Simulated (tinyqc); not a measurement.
CIS and TDHF on RHF in the sto-3g basis, for H3-, spin multiplicity 1, step by step. The basis has no diffuse functions, so it cannot describe the extra electron: this is an exercise in the method, not the real anion. One step of it, computed by the program tinyqc.

Task: CIS matrix, singlets. A(ia,jb) = (e_a - e_i) d_ij d_ab + 2 (ia|jb) - (ij|ab).

orbital energies (hartree): MO1 -0.228969, MO2 0.255602, MO3 1.588814

Two-electron integrals over orbitals (pq|rs), unique and non-zero (hartree):
```
(11|11) 0.603748    (21|21) 0.162721    (22|11) 0.544825    (22|22) 0.580154
(31|11) 0.088550    (31|22) -0.018557   (31|31) 0.128281    (32|21) -0.133307
(32|32) 0.135624    (33|11) 0.636166    (33|22) 0.574331    (33|31) 0.108104
(33|33) 0.716799
```

Give: CIS matrix A, singlet.

Result:

CIS matrix A, singlet (hartree):
```
       1>3    2>3
1>3  1.438  0.000
2>3  0.000  1.030
```
